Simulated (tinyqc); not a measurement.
## Field length and prefactor from two substrate currents

Problem. For Em = (Vd - Vdsat)/l, Isub/Id = (Ai/Bi)(Vd - Vdsat) exp(-Bi l/(Vd - Vdsat)), and l = sqrt(3 tox xj). Find l, Ai and xj.

Inputs (values chosen for the exercise): oxide thickness tox = 28 nm; ionisation field Bi = 1.81 MV/cm.

Isub/Id at Vd - Vdsat = 3.5 and 4.7 V: 1.19575468e-4  0.00227564454

Answer. ln[Isub/(Id (Vd - Vdsat))] is linear in 1/(Vd - Vdsat) with slope -Bi l.

l = 201 nm
Ai = 2.00e6 1/cm
xj = 480 nm

Program tinyqc, `OMP_NUM_THREADS=1 python tinyqc.py 2550168 2550169 out.jsonl`; Intel Xeon 2.30GHz, shared host, one thread, about 0.01 s.
